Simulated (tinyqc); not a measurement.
Band offset from the macroscopic average of a supercell potential: sweeps and comparisons. A value that a table varies takes the place of the one given here.

A model of the planar-averaged electrostatic energy of an electron in a periodic cell of N1 periods of A (L1 = N1 n1 h) and N2 periods of B (L2 = N2 n2 h), on z_j = j h: V(z) = f VA + (1 - f) VB + F t(z), VA = V1[0] + V1[1] cos(2 pi z/(n1 h)) + V1[2] cos(4 pi z/(n1 h)), VB the same with V2, n2 and z - L1. f = [tanh(z/w) - tanh((z - L1)/w) + tanh((z - L1 - L2)/w)]/2 + 1/2; t(z) = z - L1/2 in A and (L1/L2)(L1 + L2/2 - z) beyond, so that the cell is periodic.

Running mean over n points, periodic: for odd n the plain mean of the n points centred on j; for even n the n + 1 points with half weight at both ends. The macroscopic average applies the mean over n1 points and then over n2 points.

dEv = Ev(A) - Ev(B) = Ev1 - (dV + Ev2); dEc = Ec(B) - Ec(A) = Eg2 - Eg1 - dEv. The correction of a gap, c = Eg[1] - Eg[0], lowers the valence top by fv c and leaves dV, a ground-state quantity, as it is. Type I: dEv and dEc of one sign; II: opposite signs; III: no overlap of the gaps.

Values chosen for the exercise (gaps near those of GaN and AlN; shifted at random, so the results belong to these values and not to a real crystal):

| symbol | value | unit | meaning |
|---|---|---|---|
| h | 0.35 | angstrom | grid step |
| n1 | 7 |  | grid points per period of A |
| n2 | 6 |  | grid points per period of B |
| V1 | (-10.26, 4.15, 0.94) | eV | mean and two harmonics of the potential in A |
| V2 | (-10.06, 1.85, 0.05) | eV | the same in B |
| w | 0.48 | angstrom | width of the interfaces |
| N1 | 5 |  | periods of A |
| N2 | 5 |  | periods of B |
| F | 0.011 | eV/angstrom | slope in A from opposite charges on the two interfaces |
| Ev1 | 2.94 | eV | valence top of bulk A above its mean potential |
| Eg1 | (1.92, 3.45) | eV | gap of A: semi-local value, corrected value |
| Ev2 | 2.23 | eV | valence top of bulk B above its mean potential |
| Eg2 | (4.19, 6.39) | eV | gap of B: semi-local value, corrected value |

## How thick the regions must be

N1 = N2 = N, no slope (F = 0); dV is read at j = floor(N n1/2) and N n1 + floor(N n2/2). The exact value is V2[0] - V1[0].

Results:

| N | L1 (angstrom) | dV (eV) | error (meV) |
|---|---|---|---|
| 1 | 2.45 | 0.7097 | 509.65 |
| 2 | 4.90 | 0.1779 | -22.11 |
| 3 | 7.35 | 0.2005 | 0.48 |
| 4 | 9.80 | 0.2000 | -0.01 |
| 5 | 12.25 | 0.2000 | 0.00 |
| 6 | 14.70 | 0.2000 | 0.00 |

What can be read from the table?

The error is below 10 meV from N = 3 on. The two windows together span 4.55 angstrom and must fit between the interface tails, which fall as exp(-2 z/w); the errors at N = 2, 3 and 4 are -22.11, 0.48 and -0.01 meV.

## The choice of windows

dV read at j = 17 and 50 after means over the numbers of points listed; ripple is the spread over the five points around each.

Results:

| windows | dV (eV) | ripple in A (meV) | ripple in B (meV) |
|---|---|---|---|
| none | 1.555 | 5524 | 2709 |
| 7 only | 0.473 | 15 | 416 |
| 6 only | 0.824 | 1025 | 18 |
| 8 only | 0.085 | 786 | 534 |
| 8, 7 | 0.153 | 15 | 83 |
| 7, 6 | 0.202 | 15 | 18 |

Which rows can be used, and how does a wrong window show?

The last row matches both periods and lies +2 meV from the value of a thick cell, V2[0] - V1[0] = 0.200 eV. Against it the raw potential errs by +1.35 eV. No other row is within 20 meV of it. A window one point too long leaves a ripple of 786 meV in A, against 15 meV in the last row (of which the slope F makes 15 meV): the ripple is the sign to look for. Rows to use, with under 30 meV of ripple in both regions once the tilt is taken off: 7, 6. A row with a large ripple can hit the right value only by chance.

## Where the gap correction goes

dV = B - A = 0.2019 eV

fv1 and fv2 are varied.

Offsets (eV):

| fv1 | fv2 | dEv | dEc |
|---|---|---|---|
| 0.0 | 0.0 | 0.508 | 2.432 |
| 0.5 | 0.5 | 0.843 | 2.097 |
| 1.0 | 1.0 | 1.178 | 1.762 |
| 0.0 | 1.0 | 2.708 | 0.232 |
| 1.0 | 0.0 | -1.022 | 3.962 |
| 0.3 | 0.7 | 1.589 | 1.351 |

What can be read from the table?

dEv + dEc = 2.940 eV in every row, but dEv alone spans 3.73 eV, the sum of the two corrections. A scissor on the conduction bands alone (first row) keeps the semi-local dEv; with equal shares fv the shift is fv times the difference of the corrections, +0.67 eV, against their sum of 3.73 eV: most of the error cancels if the shares are alike.

Program tinyqc; command `OMP_NUM_THREADS=1 python tinyqc.py 1851276 1851277 out.jsonl`; about 0.01 s on one thread of a shared Intel(R) Xeon(R) Processor @ 2.30GHz.
